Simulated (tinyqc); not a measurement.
Inside a calculation. Model: bias-temperature instability from a Gaussian distribution of capture and emission barriers. Computed by tinyqc, a small Python program that keeps every step. Command: `OMP_NUM_THREADS=1 python tinyqc.py 3004492 3004493 out.jsonl bti walk`. One thread of a shared host (Intel(R) Xeon(R) Processor @ 2.30GHz), about 0.01 s of CPU time with the checks. Intermediate numbers are printed to about 5 digits and carried at full precision; extremes and crossings named in words are read from the listed rows.

Each trap has a capture time tau_0 exp(E_c/(k_B T)) under stress and an emission time tau_0 exp(E_e/(k_B T)) after it. E_c is Gaussian, and E_e = E_c + d with d Gaussian and independent. A trap counts as filled once t_s exceeds its capture time and as emptied once t_r exceeds its emission time.

Inputs (values chosen for the exercise, for a model p-channel transistor): shift with all traps filled V_max = 160 mV; mean capture barrier at zero field mu_c = 1.92 eV; spread of capture barriers sigma_c = 0.35 eV; lowering of mu_c per field k_F = 0.064 eV/(MV/cm); oxide field F = 6.2 MV/cm; mean of E_e - E_c at the stress field, delta = -0.24 eV; spread of E_e - E_c, sigma_d = 0.2 eV; time constant tau_0 = 4e-09 s; temperature T = 85 C; stress time t_s = 9000 s; recovery time t_r = 0.03 s; failure criterion = 20 mV.

Constants: k_B = 8.617333262e-05 eV/K.

## Stress

Demarcation energies E_s = k_B T ln(t_s/tau_0), E_r = k_B T ln(t_r/tau_0); mean barrier mu = mu_c - k_F F; z = (E_s - mu)/sigma_c; Phi is the standard normal distribution. Temperatures in kelvin are T(C) + 273.15. Shift without recovery dV0 = V_max Phi(z); local time exponent n = d ln dV0/d ln t_s = (k_B T/sigma_c) exp(-z^2/2)/(sqrt(2 pi) Phi(z)); apparent activation energy n E_s.

E_s = 0.87780 eV

mean barrier mu = 1.5232 eV

z = -1.8440

shift without recovery dV0 = 5.2148 mV

time exponent n = 0.19715

apparent activation energy = 0.17306 eV

The stress has filled 3.3 % of the traps. The apparent energy 0.173 eV is only the share n of the barriers near 0.88 eV that are being crossed.

## Recovery

Remaining shift dV = V_max int_(-infinity)^(E_s) g(E_c) [1 - Phi((E_r - E_c - delta)/sigma_d)] dE_c, g the Gaussian density of E_c (Gauss-Legendre, 120 points over 7 sigma_c below E_s).

E_r = 0.48857 eV

remaining shift dV = 2.7864 mV

remaining share dV/dV0 = 0.53434

A measurement delay of t_r hides 47 % of the shift.

## Lifetime

Solve V_max Phi(z) = criterion for t_s; the power-law extrapolation from the stress point is t_s (criterion/dV0)^(1/n); 1 year = 3.15576e7 s.

log10 of the lifetime in s = 7.3705

log10 of the power-law estimate in s = 6.9154

The power law gives a time shorter by 0.46 decades, since n falls as traps fill; ten years is log10 = 8.50.

## What a measurement delay does to the time exponent

Columns: no delay, and delays of 1 us, 1 ms and 1 s.

Shift (mV):
```
t_s (s)   no delay    1 us    1 ms         1 s
1.00e+00     0.650   0.419   0.179  3.6008e-02
1.00e+01     1.163   0.864   0.447  1.1711e-01
1.00e+02     2.003   1.646   1.002  3.3396e-01
1.00e+03     3.326   2.923   2.030  8.4076e-01
1.00e+04     5.324   4.892   3.763  1.8835e+00
1.00e+05     8.220   7.771   6.454  3.7894e+00
1.00e+06    12.249  11.792  10.344  6.9168e+00
1.00e+07    17.629  17.169  15.643  1.1580e+01
```

Between 10 and 1000 s the apparent exponent is 0.228 without delay, 0.265 at 1 us, 0.328 at 1 ms and 0.428 at 1 s: a slow measurement loses more of a short stress than of a long one, which steepens the curve. Without delay the exponent falls from 0.253 to 0.158 over the table, so the growth is not a true power law. Caution: step-function filling and one Gaussian population are simplifications; real devices show several populations.

Checks made by the program: time exponent against a finite difference (relative difference below 1e-10).
